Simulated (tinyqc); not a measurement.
What each parameter does: two-dimensional electron gas with Rashba and Dresselhaus coupling.

H = c k^2/m + al (ky sx - kx sy) + b1 (kx sx - ky sy) + gam kx ky (kx sy - ky sx), s the Pauli matrices, x = [100], c = hbar^2/2m0, b1 = gam (pi/L)^2 (hard walls). H = c k^2/m + B.s, so E = c k^2/m -/+ |B| and the lower state has its spin along -B.

Constants: hbar^2/2m0 = 3.80998211 eV angstrom^2.

Values chosen for the exercise (of the size met in GaAs; the results hold for these values, not for the real material): m = 0.067 m0 (mass); al = 0.012 eV angstrom (Rashba constant); gam = 0 eV angstrom^3 (bulk Dresselhaus constant); L = 201 angstrom (width of the (001) well); n = 6.9 1e11/cm^2 (sheet density (one subband filled)).

Splittings 2|B| at k0 = sqrt(2 pi n) along [100], [110] and [-110], and E0 = c k0^2/m; 1e11/cm^2 = 1e-5/angstrom^2.

Results for these values:
```
case  [100] (meV)  [110] (meV)  [-110] (meV)  E0 (meV)
base       0.4997       0.4997        0.4997     24.65
```

What happens to each result for al = 0.0144 eV angstrom, all else kept?

Answer: [100] rises from 0.4997 to 0.5997; [110] rises from 0.4997 to 0.5997; [-110] rises from 0.4997 to 0.5997; E0 does not change at the printed digits.

The same for each parameter in turn:
```
case                     [100] (meV)  [110] (meV)  [-110] (meV)  E0 (meV)
base                          0.4997       0.4997        0.4997     24.65
m = 0.0737 m0                 0.4997       0.4997        0.4997     22.41
al = 0.0144 eV angstrom       0.5997       0.5997        0.5997     24.65
gam = 3 eV angstrom^3         0.5006       0.5032        0.4963     24.65
L = 221 angstrom              0.4997       0.4997        0.4997     24.65
n = 10.35 1e11/cm^2           0.6120       0.6120        0.6120     36.98
```

(tinyqc, `OMP_NUM_THREADS=1 python tinyqc.py 1482860 1482861 out.jsonl`, Intel(R) Xeon(R) Processor @ 2.30GHz, 1 thread, shared host, about 0.01 s.)
